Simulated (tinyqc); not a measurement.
Octagonal on-chip spiral inductor, lumped pi model: one step of the calculation.

Outer diameter do = di + 2 n wd + 2 (n - 1) sp, mean da = (do + di)/2, fill p = (do - di)/(do + di), length l = 3.314 n da. L = 2.25 mu0 n^2 da/(1 + 3.55 p), mu0 = 4 pi 1e-7 H/m. Rs = rho l/(wd delta (1 - exp(-th/delta))), delta = sqrt(rho/(pi f mu0)). Cs = n wd^2 eps0 eo/hu across the coil. At each end Cox = l wd eps0 eo/(2 ho) leads to the substrate branch Rsi = 2 rs he/(l wd) in parallel with Csi = l wd eps0 11.7/(2 he). With one end grounded Y = 1/(Rs + i w L) + i w Cs + 1/[1/(i w Cox) + 1/(1/Rsi + i w Csi)], w = 2 pi f; Q = -Im Y/Re Y. Eddy currents in neighbouring turns and in the substrate are left out.

Problem. Geometry and model elements. do, l, L, delta, Rs, Cs, Cox, Rsi and Csi as defined.

Values chosen for this exercise; values of the order met in silicon radio-frequency processes: number of turns n = 3.5; line width wd = 15 um; space between turns sp = 3 um; inner diameter di = 60 um; metal thickness th = 0.9 um; metal resistivity rho = 1.9 uohm cm; oxide below the coil ho = 5.6 um; oxide between coil and underpass hu = 0.6 um; relative permittivity of the oxide eo = 3; substrate resistivity rs = 10 ohm cm; effective spreading depth in the substrate he = 30 um; frequency f = 0.85 GHz.

Constants: eps0 = 8.8541878128e-12 F/m. Results are converted to the units shown.

Wanted: do; l; L; delta; Rs; Cs; Cox; Rsi; Csi.

Solution.

do = 180.0 um
l = 1392 um
L = 1.498 nH
delta = 2.380 um
Rs = 2.353 ohm
Cs = 34.86 fF
Cox = 49.52 fF
Rsi = 287.4 ohm
Csi = 36.05 fF

Numbers from tinyqc (`OMP_NUM_THREADS=1 python tinyqc.py 2302058 2302059 out.jsonl`; about 0.01 s on one thread of a shared Intel Xeon 2.30GHz).
